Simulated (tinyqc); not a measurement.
CISD on RHF in the sto-3g basis, for H4, spin multiplicity 1, step by step. One step of it, computed by the program tinyqc.

Task: CISD: roots. Diagonalise (each vector has its largest component positive (the first on a tie)); all determinants have Ms = 0, so triplets appear too. The lowest singlet root is the correlation energy. The Davidson correction is (1 - c0^2) E_corr, c0 the coefficient of the reference.

Occupation strings over the orbitals (2 doubly, a alpha, b beta, 0 empty; spin orbitals ordered 1a 1b 2a 2b ...): 2200 2a0b a2b0 2b0a b2a0 aabb 2020 abab 2002 abba baab 0220 baba 0202 bbaa

H - E(HF) between determinants (hartree):
```
           2200       2a0b       a2b0       2b0a       b2a0       aabb       2020       abab
2200   0.000000   0.000000   0.000000   0.000000   0.000000   0.048211   0.143427   0.048582
2a0b   0.000000   0.908690   0.047584  -0.102932   0.096793  -0.042513  -0.102444   0.101154
a2b0   0.000000   0.047584   0.580324   0.096793  -0.107100  -0.061374  -0.101154   0.102444
2b0a   0.000000  -0.102932   0.096793   0.908690   0.047584   0.000000   0.102444  -0.043701
b2a0   0.000000   0.096793  -0.107100   0.047584   0.580324   0.000000   0.101154  -0.045742
aabb   0.048211  -0.042513  -0.061374   0.000000   0.000000   1.357548  -0.048582  -0.143427
2020   0.143427  -0.102444  -0.101154   0.102444   0.101154  -0.048582   0.729745  -0.095795
abab   0.048582   0.101154   0.102444  -0.043701  -0.045742  -0.143427  -0.095795   1.454842
2002   0.102932   0.095568   0.000000  -0.095568   0.000000   0.096793   0.156181  -0.144377
abba  -0.096793   0.000000  -0.086811   0.102343   0.000000  -0.102932   0.144377  -0.156181
baab  -0.096793  -0.102343   0.000000   0.000000   0.086811  -0.107100   0.144377  -0.151144
0220   0.107100   0.000000   0.080643   0.000000  -0.080643   0.096793   0.151144  -0.144377
baba   0.048582   0.043701   0.045742  -0.101154  -0.102444  -0.098819  -0.095795   0.000000
0202   0.098819  -0.045742  -0.043701   0.045742   0.043701  -0.048582   0.000000  -0.095795
bbaa   0.048211   0.000000   0.000000   0.042513   0.061374   0.000000  -0.048582  -0.098819

           2002       abba       baab       0220       baba       0202       bbaa
2200   0.102932  -0.096793  -0.096793   0.107100   0.048582   0.098819   0.048211
2a0b   0.095568   0.000000  -0.102343   0.000000   0.043701  -0.045742   0.000000
a2b0   0.000000  -0.086811   0.000000   0.080643   0.045742  -0.043701   0.000000
2b0a  -0.095568   0.102343   0.000000   0.000000  -0.101154   0.045742   0.042513
b2a0   0.000000   0.000000   0.086811  -0.080643  -0.102444   0.043701   0.061374
aabb   0.096793  -0.102932  -0.107100   0.096793  -0.098819  -0.048582   0.000000
2020   0.156181   0.144377   0.144377   0.151144  -0.095795   0.000000  -0.048582
abab  -0.144377  -0.156181  -0.151144  -0.144377   0.000000  -0.095795  -0.098819
2002   1.937617   0.047584   0.047584   0.000000  -0.144377   0.151144   0.096793
abba   0.047584   1.422627   0.000000   0.047584  -0.151144   0.144377  -0.107100
baab   0.047584   0.000000   1.422627   0.047584  -0.156181   0.144377  -0.102932
0220   0.000000   0.047584   0.047584   1.242807  -0.144377   0.156181   0.096793
baba  -0.144377  -0.151144  -0.156181  -0.144377   1.454842  -0.095795  -0.143427
0202   0.151144   0.144377   0.144377   0.156181  -0.095795   2.227759  -0.048582
bbaa   0.096793  -0.107100  -0.102932   0.096793  -0.143427  -0.048582   1.357548
```

Give: lowest roots of this matrix, relative to E(HF); lowest vectors; <S^2> of these roots; weight of the ground state by excitation level 0, 1, 2, ...; Davidson correction.

Result:

lowest roots of this matrix, relative to E(HF) (hartree): -0.0682  0.4031  0.4405  0.7809  0.8373  0.9053  0.9906  1.1942

lowest vectors:
```
       root 1   root 2   root 3   root 4
2200   0.9667   0.0000   0.1188   0.1518
2a0b  -0.0066  -0.2496   0.1985   0.1058
a2b0  -0.0092   0.6557   0.4549  -0.4927
2b0a   0.0066  -0.2496  -0.1985  -0.1058
b2a0   0.0092   0.6557  -0.4549   0.4927
aabb  -0.0317   0.0298   0.0888   0.0127
2020  -0.2013   0.0000   0.6049   0.6431
abab  -0.0440  -0.0201  -0.0781   0.1024
2002  -0.0364   0.0000  -0.1285  -0.0865
abba   0.0757   0.0807  -0.0107  -0.1151
baab   0.0757  -0.0807  -0.0107  -0.1151
0220  -0.0591   0.0000  -0.2811   0.0046
baba  -0.0440   0.0201  -0.0781   0.1024
0202  -0.0503   0.0000   0.0594   0.0125
bbaa  -0.0317  -0.0298   0.0888   0.0127
```

<S^2> of these roots: 0.0000  2.0000  0.0000  0.0000  2.0000  6.0000  0.0000  0.0000

weight of the ground state by excitation level 0, 1, 2, ...: 0.9345  0.0003  0.0652

Davidson correction = -0.004462 hartree
